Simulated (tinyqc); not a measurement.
What the shift does to the intrinsic density: temperature and isotope dependence of a band gap in oscillator models.

E(T) = E0 - sum_i sl_i th_i n_i(T), n = 1/(exp(th/T) - 1). The same coupling lowers the gap at 0 K by the zero-point term ZP = sum_i sl_i th_i/2, so the gap of the static lattice is E0 + ZP. Thermal expansion is taken as part of the slopes.

Constants: kB = 8.617333262e-05 eV/K; hbar^2/2m0 = 3.80998211 eV angstrom^2.

Inputs chosen for the exercise (near those of InP; shifted at random, so the results belong to these values and not to a real crystal): E0 = 1.429 eV (gap at 0 K); th = (111, 389) K (temperatures of two oscillators); sl = (0.0629, 0.3301) meV/K (their high-temperature slopes); mm = 0.22 m0 (geometric mean of the density-of-states masses).

ni = 2 (mm kT/(4 pi c))^(3/2) exp(-E/2kT), c = hbar^2/2m0, with E(T) and with E0; 1 angstrom^-3 = 1e24 cm^-3. Apparent gap from an Arrhenius plot of ni/T^(3/2): E(T) - T dE/dT, dE/dT = -sum sl_i (th_i/T)^2 n_i (1 + n_i).

Results:

| T (K) | E(T) (eV) | ni (cm^-3) | ni with E(T) / ni with E0 | apparent gap (eV) |
|---|---|---|---|---|
| 200 | 1.3982 | 3.41 | 2.446 | 1.4590 |
| 250 | 1.3822 | 2.31e+04 | 2.965 | 1.4654 |
| 300 | 1.3651 | 8.85e+06 | 3.443 | 1.4700 |
| 350 | 1.3473 | 6.51e+08 | 3.874 | 1.4735 |
| 500 | 1.2918 | 1.72e+12 | 4.913 | 1.4801 |
| 700 | 1.2156 | 3.88e+14 | 5.865 | 1.4847 |

Give the missing row, T (K) = 400.

Computed row:
```
T (K)  E(T) (eV)  ni (cm^-3)  ni with E(T) / ni with E0  apparent gap (eV)
400       1.3291    1.69e+10                      4.260             1.4762
```

Using E0 in place of E(T) understates ni by a factor that rises from 2.45 to 5.86, towards exp(sum sl/2kB) = 9.8. The slope of an Arrhenius plot returns neither E(T) nor E0 but the intercept of the tangent, 1.4700 eV at 300 K, which lies 41 meV above E0 and tends to the static gap 1.4967 eV.

Program tinyqc; command `OMP_NUM_THREADS=1 python tinyqc.py 1850614 1850615 out.jsonl`; about 0.01 s on one thread of a shared Intel(R) Xeon(R) Processor @ 2.30GHz.
